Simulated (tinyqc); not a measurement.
Changing the barrier height phi_B: specific resistance of a metal-semiconductor contact and its transmission-line measurement. Computed by tinyqc, a small Python program. Command: `OMP_NUM_THREADS=1 python tinyqc.py 3015083 3015084 out.jsonl contact sweep`. One thread of a shared host (Intel(R) Xeon(R) Processor @ 2.30GHz), about 0.01 s of CPU time with the checks.

The barrier is parabolic (depletion approximation), energies E are normal energies counted from the band edge in the neutral semiconductor (downwards for holes), and the bias is zero. xi is an input, held fixed when other inputs move.

Inputs (values chosen for the exercise, modelled on n-type GaN):

| quantity | value | unit |
|---|---|---|
| tunnelling mass m | 0.19 | m_0 |
| permittivity eps | 9.7 | - |
| Richardson constant A* | 26.5 | A/(cm^2 K^2) |
| doping N | 1.7e+19 | 1/cm^3 |
| Fermi level above the band edge in the bulk, xi | 0.1 | eV |
| temperature T | 300 | K |

Image-force lowering: included.

Constants: hbar = 1.054571817e-34 J s; eps_0 = 8.8541878128e-12 F/m; m_0 = 9.1093837015e-31 kg; k_B = 8.617333262e-05 eV/K; e = 1.602176634e-19 C.

Method:
- E_00 = (e hbar/2) sqrt(N/(eps eps_0 m)); band bending E_b = phi_B + xi; depletion width w = sqrt(2 eps eps_0 E_b/(e^2 N)). Image lowering d_phi = (e^3 N E_b/(8 pi^2 (eps eps_0)^3))^(1/4) (E_b in volts), and E_b - d_phi replaces E_b everywhere except in w.
- WKB transmission for E < E_b, with a = E/E_b: D = exp{-(E_b/E_00) [sqrt(1 - a) - a ln((1 + sqrt(1 - a))/sqrt(a))]}; D = 1 above.
- At zero bias 1/rho_c = (e A*/k_B^2) int D(E) f(E) dE, f = 1/(1 + exp((E - xi)/k_B T)); 200 Gauss-Legendre points from 0 to E_b, and k_B T ln(1 + exp((xi - E_b)/k_B T)) for the part above the barrier; the share of tunnelling is the part below.

One run for each value:

| barrier height phi_B (eV) | specific contact resistance rho_c (ohm cm^2) | share of tunnelling (%) | depletion width (nm) |
|---|---|---|---|
| 0.23 | 9.9521e-09 | 96.431 | 4.5620 |
| 0.35 | 4.0540e-08 | 99.774 | 5.3272 |
| 0.47 | 1.9742e-07 | 99.985 | 5.9956 |
| 0.60 | 1.2241e-06 | 99.999 | 6.6442 |
| 0.72 | 7.0399e-06 | 100.000 | 7.1912 |
| 0.85 | 4.9208e-05 | 100.000 | 7.7403 |
| 0.97 | 3.0646e-04 | 100.000 | 8.2146 |
| 1.10 | 2.2874e-03 | 100.000 | 8.6993 |

What does the table show, and why?

Over the rows, specific contact resistance rho_c (ohm cm^2) rises from 9.95e-9 to 0.00229 (exponent d ln y / d ln x 3.3 between the first rows and 16 between the last); share of tunnelling (%) rises from 96.4 to 100.0; depletion width (nm) rises from 4.56 to 8.70 (exponent d ln y / d ln x 0.37 between the first rows and 0.46 between the last). Between the last rows rho_c rises one decade per 149 meV, against ln(10) k_B T = 60 meV for pure thermionic emission and ln(10) E_00 coth(E_00/k_B T) = 133 meV with tunnelling. Left out: 0.100 (the barrier vanishes).
